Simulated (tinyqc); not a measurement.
Saturation velocity and mobility from two gate lengths.

Problem. Isat = Cox vsat Vg (x - 1)/(x + 1) per width, x = sqrt(1 + 2 mu Vg/(m vsat L)), with no series resistance and the same overdrive Vg and mu at both lengths. Find vsat and mu.

Parameters, values chosen for the exercise:

| symbol | value | unit | meaning |
|---|---|---|---|
| Cox | 2.41 | uF/cm^2 | gate capacitance |
| m | 1.22 |  | body factor |

Vg = 0.85 V
Isat at L = 0.13 and 1 um (uA/um): 752.57142  175.26991

Answer. The ratio of the currents depends on c = 2 mu Vg/(m vsat) alone and falls steadily from L2/L1 to 1 as c grows, so it fixes c; either current then gives vsat.

vsat = 1.200e7 cm/s
mu = 284.8 cm^2/(V s)

Computed by the program tinyqc: `OMP_NUM_THREADS=1 python tinyqc.py 2500019 2500020 out.jsonl`, one thread of a shared Intel Xeon 2.30GHz, about 0.01 s for the whole run.
